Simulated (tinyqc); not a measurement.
# Metal gate on a two-layer dielectric stack with fixed charge and a dipole: what changes with what

Gate, layer 2, layer 1, p-type semiconductor; x runs from the gate inwards. Charges are counted in units of +q. psi is the band bending at the surface, positive towards inversion. Classical charge, Boltzmann statistics, no interface traps.

Inputs (values chosen for the exercise); band and dielectric values those of a made-up semiconductor, layer 1 close to aluminium oxide, layer 2 close to hafnium oxide: temperature T = 300 K; band gap Eg = 0.592 eV; relative permittivity eps_r = 11.5; conduction-band density of states at T Nc = 1.83e17 cm^-3; valence-band density of states at T Nv = 9.66e18 cm^-3; electron affinity chi = 5.34 eV; acceptor density Na = 9.6e16 cm^-3; work function of the gate metal pM = 4.35 eV; thickness of layer 1, next to the semiconductor t1 = 0.8 nm; relative permittivity of layer 1 e1 = 8.92; thickness of layer 2, next to the gate t2 = 1.9 nm; relative permittivity of layer 2 e2 = 22.9; fixed charge at the semiconductor interface Q1 = 6.4e10 cm^-2; fixed charge between the layers Q2 = 1.4e12 cm^-2; uniform charge density in layer 1 r1 = 0 cm^-3; uniform charge density in layer 2 r2 = 0 cm^-3; flat-band shift by a dipole layer between the layers Vd = 0 V.

Constants: q = 1.602176634e-19 C, kB = 1.380649e-23 J/K, Vt = kB T/q, eps0 = 8.8541878128e-14 F/cm where lengths are in cm. Results are converted to the units shown.

Each table varies one quantity; the others keep the values above.

## Flat band against the thickness t1

EOT = 3.9 (t1/e1 + t2/e2), Cox = eps0/(t1/e1 + t2/e2); phi_ms = pM - (chi + Eg - Vt ln(Nv/Na)). Vfb = phi_ms + Vd - (q/eps0) [Q1 (t1/e1 + t2/e2) + Q2 t2/e2 + r1 (t1^2/(2 e1) + t1 t2/e2) + r2 t2^2/(2 e2)]: each charge counts with its electrical distance from the gate. ni = sqrt(Nc Nv) exp(-Eg/(2 Vt)), Eg in volts, pB = Vt ln(Na/ni), Vth = Vfb + 2 pB + sqrt(4 q eps0 eps_r Na pB)/Cox.

Flat band against the thickness t1:
```
t1 (nm)  EOT (nm)  Vfb (V)  Vth (V)
0.5        0.5422   -1.485   -1.011
1          0.7608   -1.486   -1.004
1.5        0.9794   -1.487  -0.9967
2           1.198   -1.487  -0.9898
2.5         1.417   -1.488  -0.9829
3           1.635   -1.489  -0.9760
3.5         1.854   -1.489  -0.9690
4           2.072   -1.490  -0.9621
```

What does the table show?

Vfb stays near -1.49 V and Vth rises from -1.01 to -0.962 V. The slope dVfb/dEOT is -2.97 mV/nm between the first two rows and -2.97 between the last two: a straight line, set by the charge below the growing layer, which reads as 6.40e10 cm^-2. A line through the end rows meets EOT = 0 at -1.48 V, against phi_ms + Vd = -1.46 V; an effective work function read from it is off by -21.0 mV from pM.

## Flat band against the thickness t2

Same model as above.

Results:
```
t2 (nm)  EOT (nm)  Vfb (V)  Vth (V)
1          0.5201   -1.475   -1.001
1.7        0.6393   -1.483   -1.005
2.4        0.7585   -1.492   -1.009
3.1        0.8777   -1.500   -1.013
3.9         1.014   -1.509   -1.018
5.3         1.252   -1.525   -1.026
6           1.372   -1.533   -1.030
```

Estimate the missing row, t2 = 4.6 nm.

Computed row:
```
t2 (nm)  EOT (nm)  Vfb (V)  Vth (V)
4.6         1.133   -1.517   -1.022
```

With this row back in the table: Vfb falls from -1.48 to -1.53 V and Vth falls from -1.00 to -1.03 V. The slope dVfb/dEOT is -67.9 mV/nm between the first two rows and -67.9 between the last two: a straight line, set by the charge below the growing layer, which reads as 1.46e12 cm^-2. A line through the end rows meets EOT = 0 at -1.44 V, against phi_ms + Vd = -1.46 V; an effective work function read from it is off by 22.7 mV from pM.

Computed by the program tinyqc: `OMP_NUM_THREADS=1 python tinyqc.py 2010001 2010002 out.jsonl`, one thread of a shared Intel Xeon 2.30GHz, about 0.01 s for the whole run.
